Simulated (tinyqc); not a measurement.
Thin-film optics by transfer matrices, step by step. Values are carried at full precision from step to step, so a last printed digit may differ when a step is redone from the rounded ones.

Indices N = n + i k. Snell: N0 sin(theta) = N_j sin(theta_j), with Im(N_j cos theta_j) >= 0. Admittance y_j = N_j cos theta_j for s and N_j/cos theta_j for p. Phase delta_j = 2 pi N_j cos theta_j d_j/lambda. Layer matrix [[cos delta, -i sin delta/y], [-i y sin delta, cos delta]], multiplied from the top down to M. (B, C) = M (1, y_sub); r = (y0 B - C)/(y0 B + C), R = |r|^2, T = 4 Re y0 Re y_sub/|y0 B + C|^2, absorbed in the films 1 - R - T.

Inputs chosen for the exercise (indices near those of polySi, SiO2 on Si; not measured data): lam = 193 nm (vacuum wavelength); n0 = 1 (ambient index); n = (0.982, 1.562, 0.887) (n of polySi, SiO2, substrate); k = (2.116, 0, 2.714) (k in the same order); d = (86.7, 203) nm (thicknesses, top first); theta = 60 degrees (angle of incidence); pol = s (polarisation).

## Angles, admittances and phases

Form cos theta_j, y_j and delta_j.

cos theta_j: ambient 0.5000, film 1 1.0448+0.0504i, film 2 0.8322, substrate 1.0368+0.0262i

y_j: ambient 0.500000, film 1 0.919362+2.260168i, film 2 1.299940, substrate 0.848520+2.837078i

delta_j (rad): film 1 2.594945+6.379437i, film 2 8.590964

## Layer matrices and their product

Form each matrix and multiply from the top down.

matrix of film 1:
```
                     1                    2
1  -251.8381-153.2432i    -97.0653+71.9409i
2   114.8283-710.0799i  -251.8381-153.2432i
```

matrix of film 2:
```
          1         2
1   -0.6721  -0.5696i
2  -0.9626i   -0.6721
```

M:
```
                       1                     2
1   238.50018+196.42367i   -22.06035+95.10911i
2  -224.68387+719.63459i  -235.24161+37.57711i
```

Each matrix has determinant 1, and so has M.

## Reflection and transmission

Close the stack on the substrate.

B, C: -50.0505+214.5387i  -530.9003+84.1207i

r = -0.8007-0.3173i
R = 0.7419
T into the substrate = 0.0000
absorbed in the films = 0.2581

The bare substrate would reflect 0.8280.

## Ellipsometric angles

Ellipsometry: rho = tan(Psi) exp(i Delta) = -conj(r_p/r_s) with the r of the admittance formula, Delta in 0 to 360 degrees, so that a bare dielectric at small angles gives Delta = 180.

Repeat the steps for both polarisations.

r_s = -0.8007-0.3173i
r_p = -0.0743-0.6025i
Psi = 35.18 degrees
Delta = 118.64 degrees

## Checks

- R against the recursion of Airy sums from the substrate up: both 0.74185.

Computed by tinyqc, a small Python program: `OMP_NUM_THREADS=1 python tinyqc.py 1682494 1682495 out.jsonl` (the numbers bound the seed that draws the inputs); one thread of a shared host (Intel(R) Xeon(R) Processor @ 2.30GHz), about 0.01 s for the whole set of steps.
